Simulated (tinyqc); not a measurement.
Raising U: Hubbard ring of 5 sites, mean field against exact. Computed by the program tinyqc. Collinear unrestricted mean field (the lowest of 40 random starts) against exact diagonalisation.

one-body matrix (hopping and site energies) (eV):
```
         1        2        3        4        5
1   0.0000  -1.5400   0.0000   0.0000  -1.5400
2  -1.5400   0.0000  -1.5400   0.0000   0.0000
3   0.0000  -1.5400   0.0000  -1.5400   0.0000
4   0.0000   0.0000  -1.5400   0.0000  -1.5400
5  -1.5400   0.0000   0.0000  -1.5400   0.0000
```

electrons, up and down: 3  1

Exact and mean-field results (eV):

| U | U/t | E exact | E mean field | mean \|n_up - n_down\| | double occupancy, exact | first gap in the sector |
|---|---|---|---|---|---|---|
| 0.7700 | 0.5000 | -7.619859 | -7.601545 | 0.4000 | 0.1104 | 2.1076 |
| 1.5400 | 1.0000 | -7.213605 | -7.139545 | 0.4000 | 0.1006 | 2.0492 |
| 3.0800 | 2.0000 | -6.513915 | -6.215545 | 0.4000 | 0.0813 | 1.8608 |
| 4.6200 | 3.0000 | -5.955383 | -5.291545 | 0.4000 | 0.0642 | 1.6443 |
| 6.1600 | 4.0000 | -5.517167 | -4.367545 | 0.4000 | 0.0502 | 1.4443 |
| 9.2400 | 6.0000 | -4.905253 | -3.647245 | 0.7349 | 0.0311 | 1.1350 |
| 12.3200 | 8.0000 | -4.517929 | -3.342565 | 0.7670 | 0.0202 | 0.9281 |
| 18.4800 | 12.0000 | -4.075681 | -3.052148 | 0.7862 | 0.0101 | 0.6871 |
| 30.8000 | 20.0000 | -3.689385 | -2.825942 | 0.7952 | 0.0039 | 0.4764 |

What does the comparison show, and why?

In absolute terms mean field is worst at U/t = 6.0, 1.258 eV too high: at small U it is nearly exact, and at large U it still misses the motion of the hole through a fluctuating spin background. Relative to the exact energy its error is 0.2 % at the smallest U, 26 % at most and 23 % at the largest. The double occupancy falls from 0.110 to 0.004.
